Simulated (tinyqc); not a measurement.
Raman shift of the zone-centre optical phonon of a diamond-structure crystal under stress. Changing the stress sigma (tension positive). Computed by tinyqc, a small Python program. Command: `OMP_NUM_THREADS=1 python tinyqc.py 3029191 3029192 out.jsonl ramanstress sweep`. One thread of a shared host (Intel(R) Xeon(R) Processor @ 2.30GHz), about 0.01 s of CPU time with the checks.

Axes x, y, z are the cube axes. Strain shifts the threefold optical mode and can split it; p, q and r are the phonon deformation potentials.

Inputs (values chosen for the exercise, modelled on germanium):

| quantity | value | unit |
|---|---|---|
| unstrained frequency omega_0 | 300.4 | 1/cm |
| p/omega_0^2 | -1.5 | - |
| q/omega_0^2 | -1.94 | - |
| r/omega_0^2 | -1.15 | - |
| C11 | 128.9 | GPa |
| C12 | 47.75 | GPa |
| C44 | 67.65 | GPa |
| polarisation angle phi | 75 | degree |
| temperature coefficient d omega/dT | -0.016 | 1/(cm K) |
| local temperature T | 330 | K |
| laser wavelength | 457.9 | nm |

Stress state: uniaxial. Axis: [100].

Constants: h = 6.62607015e-34 J s; c = 299792458 m/s; k_B = 1.380649e-23 J/K.

Method:
- S11 = (C11 + C12)/D, S12 = -C12/D, D = (C11 - C12)(C11 + 2 C12), S44 = 1/C44.
- Uniaxial stress along the unit vector n of the axis: sigma_ij = sigma n_i n_j.
- eps_xx = S11 sigma_xx + S12 (sigma_yy + sigma_zz), and cyclic; eps_xy = S44 sigma_xy/2 (tensor strain).
- Secular matrix: M_xx = p eps_xx + q (eps_yy + eps_zz), M_xy = 2 r eps_xy; its eigenvalues are omega^2 - omega_0^2, and the shifts are these over 2 omega_0.
- gamma = -(p + 2q)/(6 omega_0^2); the mean of the three shifts is -gamma omega_0 x (volume strain).
- Backscattering from a (001) surface: incident polarisation (cos phi, sin phi, 0). With Raman tensors (R_z)_xy = (R_z)_yx = 1 and cyclic, only the z component u_z of a mode counts: I = u_z^2 sin^2(2 phi) for parallel and u_z^2 cos^2(2 phi) for crossed polarisers. An unresolved line sits at the intensity-weighted shift, which is M_zz/(2 omega_0).
- A temperature above 300 K shifts the line by (d omega/dT)(T - 300 K); divided by the shift per stress it poses as a stress; the total shift adds it to the shift of the observed line. The anti-Stokes to Stokes ratio is [(omega_L + omega_0)/(omega_L - omega_0)]^3 exp(-h c omega_0/(k_B T)) in photon counts, omega_L = 1/wavelength, resonance effects left out.

One run for each value:

| stress sigma (tension positive) (GPa) | shift of the observed line (1/cm) | mean shift (1/cm) | volume strain (per mille) | total shift (1/cm) |
|---|---|---|---|---|
| -2.40 | 3.532 | 2.881 | -10.70 | 3.052 |
| -1.70 | 2.502 | 2.041 | -7.58 | 2.022 |
| -1.00 | 1.472 | 1.200 | -4.46 | 0.992 |
| -0.34 | 0.500 | 0.408 | -1.52 | 0.020 |
| 0.34 | -0.500 | -0.408 | 1.52 | -0.980 |
| 1.00 | -1.472 | -1.200 | 4.46 | -1.952 |
| 1.70 | -2.502 | -2.041 | 7.58 | -2.982 |
| 2.40 | -3.532 | -2.881 | 10.70 | -4.012 |

What does the table show, and why?

Over the rows, shift of the observed line (1/cm) falls from 3.53 to -3.53; mean shift (1/cm) falls from 2.88 to -2.88; volume strain (per mille) rises from -10.7 to 10.7. All stress shifts are linear and odd in sigma; the total is offset by the thermal shift, -0.480 per cm, and passes zero between sigma = -0.34 and 0.34 GPa, where stress and heating cancel.

Caution (rows -2.40, -1.70, 1.70, 2.40): strains above about 1 % call for terms beyond linear order.

Extremes, crossings and ranges named in words are read from the listed rows.
